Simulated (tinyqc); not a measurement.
Sheet resistance and Hall data of a diffused or implanted layer: one step, computed by the program tinyqc.

Carriers are taken equal to the net active doping down to the junction (full ionisation, which deep dopants in wide-gap hosts do not reach; no spill-over, no depletion), and the Hall factor is 1.

Question. Profile. N(x) = N_0 exp(-x^2/l^2), dose N_0 l sqrt(pi)/2, junction x_j = l sqrt(ln(N_0/N_B)). Mobility mu = mu_min + (mu_max - mu_min)/(1 + (N_t/N_ref)^alpha), N_t = active doping + N_B; carriers n = active doping - N_B, active doping min(N, N_s). sigma = e n mu.

Inputs (values chosen for the exercise, modelled on silicon in GaN):
```
quantity                                 value        unit
mu_min                                    55.4  cm^2/(V s)
mu_max                                     995  cm^2/(V s)
N_ref                                  2.1e+17      1/cm^3
exponent alpha                            0.98           -
peak concentration N_0                 1.9e+20      1/cm^3
length scale l                              84          nm
background doping N_B (opposite type)  2.4e+16      1/cm^3
solubility limit N_s                   7.2e+19      1/cm^3
```

Profile: Gaussian at the surface. Activation: limited by solubility.

Constants: e = 1.602176634e-19 C.

Give: Depth, doping, carriers, mobility and conductivity at 2, 10, 20, 35, 50, 65, 80, 90 and 98 % of the layer.

Answer.

Depth, doping, carriers, mobility and conductivity at 2, 10, 20, 35, 50, 65, 80, 90 and 98 % of the layer:
```
x (nm)  N (1/cm^3)  n (1/cm^3)  mu (cm^2/(V s))  sigma (S/cm)
5.0      1.893e+20   7.198e+19             58.5     6.743e+02
25.2     1.737e+20   7.198e+19             58.5     6.743e+02
50.3     1.327e+20   7.198e+19             58.5     6.743e+02
88.1     6.327e+19   6.324e+19             58.9     5.966e+02
125.8    2.014e+19   2.012e+19             66.0     2.127e+02
163.6    4.282e+18   4.258e+18            101.7     6.936e+01
201.3    6.077e+17   5.837e+17            293.7     2.747e+01
226.5    1.321e+17   1.081e+17            593.0     1.027e+01
246.6    3.424e+16   1.024e+16            786.9     1.292e+00
```

The mobility varies by a factor 13.5 across these points and the conductivity by 522.
